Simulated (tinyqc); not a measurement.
What moves the carrier density: donors with valley-orbit split 1s states.

Each donor binds at most one electron, in any of its states. For a site s, W_s = sum over its states of g exp(E/kT), and the ionised share is 1/(1 + W_s exp(eta)), eta = (EF - Ec)/kT; n = Nc F_1/2(eta); neutrality n + NA = ND x (mean ionised share); holes are neglected. Nc from N = 2 (m kB T/(4 pi c))^(3/2) with c = hbar^2/2m0, in 1/angstrom^3; times 1e24 for 1/cm^3, m = md. F_j(eta) = (1/Gamma(j + 1)) integral_0^infinity x^j dx/(1 + exp(x - eta)), which tends to exp(eta) for eta << 0.

Mobility (Caughey-Thomas form): mu = mu0 + (mu1 (T/300)^(-ga) - mu0)/(1 + ((ND + NA)/Nr)^de); rho = 1/(e n mu), e = 1.602176634e-19 C.

Constants: hbar^2/2m0 = 3.80998211 eV angstrom^2; kB = 8.617333262e-05 eV/K.

Inputs chosen for the exercise (near those of As in Si; shifted at random, so the results belong to these values and not to a real crystal): md = 1.083 m0 (density-of-states mass of the conduction band); E = (52, 31, 30.2) meV (binding energies of 1s(A1), 1s(T2), 1s(E)); g = (2, 6, 4) (their degeneracies with spin); ND = 1.5e+18 1/cm^3 (donors); NA = 0 1/cm^3 (compensating acceptors, all ionised); T = 400 K; mu0 = 60 cm^2/(V s) (mobility at heavy doping); mu1 = 1413 cm^2/(V s) (mobility at light doping and 300 K); Nr = 1e+17 1/cm^3 (reference doping); de = 0.72 (doping exponent); ga = 2.3 (temperature exponent).

All results formed anew.

Results for these values:

| case | eta | n (1/cm^3) | rho (ohm cm) |
|---|---|---|---|
| base | -3.884 | 8.892e+17 | 0.04896 |

What happens to each result for md = 1.191 m0, all else kept?

Answer: eta falls from -3.884 to -3.987; n rises from 8.892e+17 to 9.260e+17; rho falls from 0.04896 to 0.04702.

The same for each parameter in turn:

| case | eta | n (1/cm^3) | rho (ohm cm) |
|---|---|---|---|
| base | -3.884 | 8.892e+17 | 0.04896 |
| E = (57, 31, 30.2) meV | -3.896 | 8.786e+17 | 0.04956 |
| md = 1.191 m0 | -3.987 | 9.260e+17 | 0.04702 |
| ND = 3e+18 1/cm^3 | -3.408 | 1.425e+18 | 0.03869 |
| NA = 1.5e+17 1/cm^3 | -4.010 | 7.844e+17 | 0.05747 |
| T = 430 K | -3.942 | 9.360e+17 | 0.05152 |
| Nr = 2e+17 1/cm^3 | -3.884 | 8.892e+17 | 0.03753 |

Computed by tinyqc, a small Python program: `OMP_NUM_THREADS=1 python tinyqc.py 1650962 1650963 out.jsonl` (the numbers bound the seed that draws the inputs); one thread of a shared host (Intel(R) Xeon(R) Processor @ 2.30GHz), about 0.01 s for the whole set of steps.
